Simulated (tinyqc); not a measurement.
FCI on RHF in the sto-3g basis, for HeH+, spin multiplicity 1, step by step. Computed by tinyqc, a small Python program that keeps every step (integrals from PySCF). Settings: charge = 1, multiplicity = 1, basis = sto-3g, method = RHF, energy threshold = 1e-10, iteration cap = 87, orthogonalisation = canonical, start = atomic densities, DIIS depth = 6, ci = FCI. Command: `OMP_NUM_THREADS=1 python tinyqc.py 24066 24067 out.jsonl` (the two numbers bound the seeds that draw the settings). One thread of a shared host (Intel(R) Xeon(R) Processor @ 2.60GHz), about 0.1 s of CPU time with the checks. The early iterations of the SCF are left out here.

## One-electron integrals

Geometry (angstrom):
```
atom       x       y       z
He    0.0000  0.0000  0.0000
H     0.0000  0.0000  1.0370
```

Basis sto-3g: exponents (1/bohr^2) and contraction coefficients of normalised primitives:
```
element  l (shell)  exponent  coefficient
He           s (1)    6.3624       0.1543
He           s (1)    1.1589       0.5353
He           s (1)    0.3136       0.4446
H            s (1)    3.4253       0.1543
H            s (1)    0.6239       0.5353
H            s (1)    0.1689       0.4446
```

Overlap, kinetic and nuclear-attraction integrals over the contracted functions; the nuclear repulsion is the sum of Za Zb / Rab.

nuclear repulsion = 1.020592 hartree

overlap S, order 1He 1s, 2H 1s:
$$\begin{pmatrix}
1.0000 & 0.3708 \\
0.3708 & 1.0000
\end{pmatrix}$$

kinetic energy T (hartree), order 1He 1s, 2H 1s:
$$\begin{pmatrix}
1.4118 & 0.0679 \\
0.0679 & 0.7600
\end{pmatrix}$$

nuclear attraction V (hartree), order 1He 1s, 2H 1s:
$$\begin{pmatrix}
-3.8508 & -0.9915 \\
-0.9915 & -2.2201
\end{pmatrix}$$

core Hamiltonian H = T + V (hartree), order 1He 1s, 2H 1s:
$$\begin{pmatrix}
-2.4391 & -0.9236 \\
-0.9236 & -1.4601
\end{pmatrix}$$

## Two-electron integrals

Functions are numbered as in S; the eight-fold symmetry (ij|kl) = (ji|kl) = (kl|ij) leaves the list below.

Two-electron integrals (ij|kl) in chemists' order, unique and non-zero (hartree):
```
(11|11) 1.0557   (21|11) 0.2842   (21|21) 0.0996   (22|11) 0.4820
(22|21) 0.2277   (22|22) 0.7746
```

## Orthogonalisation

S = U s U^T; canonical form X = U s^(-1/2), so that X^T S X = 1. Each column of U has its largest component positive (the first on a tie).

eigenvalues of S: [0.6292, 1.3708]

X, order 1He 1s, 2H 1s:
$$\begin{pmatrix}
0.8915 & 0.6039 \\
-0.8915 & 0.6039
\end{pmatrix}$$

## Iteration 11 (converged): orbitals

converged F (hartree), order 1He 1s, 2H 1s:
$$\begin{pmatrix}
-1.4261 & -0.7079 \\
-0.7079 & -0.6301
\end{pmatrix}$$

Diagonalise F' = X^T F X, C = X C', fill 1 alpha and 1 beta electrons from the bottom; D = 2 C_occ C_occ^T. Each column has its largest component positive (the first on a tie).

F' = X^T F X (hartree):
$$\begin{pmatrix}
-0.5089 & -0.4286 \\
-0.4286 & -1.2664
\end{pmatrix}$$

orbital energies (hartree): MO1 -1.4596, MO2 -0.3157

coefficients C, order 1He 1s, 2H 1s:
$$\begin{pmatrix}
0.9169 & -0.5645 \\
0.1842 & 1.0609
\end{pmatrix}$$

D after iteration 11, order 1He 1s, 2H 1s:
$$\begin{pmatrix}
1.6815 & 0.3378 \\
0.3378 & 0.0679
\end{pmatrix}$$

## Convergence

Stop when the energy changes by less than 1e-10 hartree and every element of the error matrix X^T (F D S - S D F) X is below 3e-06.

Course of the cycle:
```
iteration  E (hartree)     change  largest element of the error matrix
1            -2.295057          -                             1.71e-01
2            -2.848013  -5.53e-01                             7.61e-02
3            -2.850631  -2.62e-03                             3.46e-02
4            -2.850875  -2.44e-04                             2.76e-02
5            -2.850982  -1.07e-04                             2.38e-02
6            -2.851044  -6.17e-05                             2.13e-02
7            -2.851084  -4.05e-05                             1.96e-02
8            -2.851293  -2.09e-04                             3.80e-04
9            -2.851293  -7.78e-08                             2.31e-05
10           -2.851293  -2.85e-10                             2.63e-06
11           -2.851293  -3.74e-12                             1.47e-08
```

PySCF RHF in the same basis = -2.851293 hartree

Converged in 11 iterations.

## Integrals over molecular orbitals

(pq|rs) = sum C_ip C_jq C_kr C_ls (ij|kl), one index at a time.

one-electron integrals over orbitals h = C^T H C (hartree):
$$\begin{pmatrix}
-2.4123 & 0.1747 \\
0.1747 & -1.3143
\end{pmatrix}$$

Two-electron integrals over orbitals (pq|rs), unique and non-zero (hartree):
```
(11|11) 0.9527    (21|11) -0.1747   (21|21) 0.1119    (22|11) 0.5552
(22|21) 0.0661    (22|22) 0.7461
```

## FCI: determinants and Hamiltonian

Hartree-Fock energy = -2.851293 hartree

Slater-Condon rules over spin orbitals, with the nuclear repulsion added and E(HF) subtracted on the diagonal. Only determinants linked to the reference directly or through others are kept (one block of an abelian symmetry group), so some states are absent.

Occupation strings over the orbitals (2 doubly, a alpha, b beta, 0 empty; spin orbitals ordered 1a 1b 2a 2b ...): 20 ab ba 02

H - E(HF) between determinants (hartree), order 20, ab, ba, 02:
$$\begin{pmatrix}
0.0000 & 0.0000 & 0.0000 & 0.1119 \\
0.0000 & 0.7005 & -0.1119 & 0.2408 \\
0.0000 & -0.1119 & 0.7005 & -0.2408 \\
0.1119 & 0.2408 & -0.2408 & 1.9894
\end{pmatrix}$$

## FCI: roots

Diagonalise (each vector has its largest component positive (the first on a tie)); all determinants have Ms = 0, so triplets appear too. The lowest singlet root is the correlation energy.

lowest roots of this matrix, relative to E(HF) (hartree): [-0.0067, 0.5887, 0.7221, 2.0865]

lowest vectors, order 20, ab, ba, 02:
$$\begin{pmatrix}
0.9979 & 0.0000 & -0.0397 & 0.0517 \\
0.0177 & 0.7071 & 0.6830 & 0.1823 \\
-0.0177 & 0.7071 & -0.6830 & -0.1823 \\
-0.0602 & 0.0000 & -0.2560 & 0.9648
\end{pmatrix}$$

<S^2> of these roots: [0.0000, 2.0000, 0.0000, 0.0000]

weight of the ground state by excitation level 0, 1, 2, ...: [0.9958, 0.0006, 0.0036]
